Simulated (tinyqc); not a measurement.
Geometry relaxation of a small cluster: one step, computed by the program tinyqc.

E = sum_i {sum_j A exp(-p (r_ij/r0 - 1)) - xi sqrt(rho_i)}, rho_i = sum_j exp(-2 q (r_ij/r0 - 1)); the force on i is -sum_j w_ij (R_i - R_j)/r_ij with w_ij = -(2p/r0) A exp(-p (r_ij/r0 - 1)) + (xi q/r0) exp(-2 q (r_ij/r0 - 1)) (rho_i^(-1/2) + rho_j^(-1/2)).

Question. The first two steps. Steepest descent: R(new) = R + eta F. No atom moves more than 0.3 angstrom a step (the whole step is scaled). Stop when the largest force component is below 1e-5 eV/angstrom.

Inputs (values chosen for the exercise, for model atoms): length r0 = 2.38 angstrom; repulsion A = 0.2 eV; hopping xi = 2.41 eV; decay p = 10.4; decay q = 2.99; step factor eta = 0.0069 angstrom^2/eV.

Potential: Gupta. Method: steepest descent.

starting positions (angstrom), rows atom 1, atom 2, atom 3, atom 4, atom 5, columns x, y, z:
```
[[0.08, -0.11, 0.22],
 [2.2, -0.12, 0],
 [1.09, 1.9, -0.05],
 [1.27, 0.51, 1.84],
 [1.13, 0.5, -1.81]]
```

Give: positions after step 1; energy after step 1; positions after step 2; energy after step 2.

Answer.

positions after step 1 (angstrom), rows atom 1, atom 2, atom 3, atom 4, atom 5, columns x, y, z:
```
[[0.077, -0.106, 0.211],
 [2.202, -0.116, -0.003],
 [1.091, 1.885, -0.049],
 [1.272, 0.516, 1.838],
 [1.128, 0.501, -1.797]]
```

energy after step 1 = -20.48 eV

positions after step 2 (angstrom), rows atom 1, atom 2, atom 3, atom 4, atom 5, columns x, y, z:
```
[[0.075, -0.103, 0.203],
 [2.204, -0.112, -0.006],
 [1.092, 1.872, -0.047],
 [1.273, 0.521, 1.836],
 [1.126, 0.502, -1.786]]
```

energy after step 2 = -20.54 eV
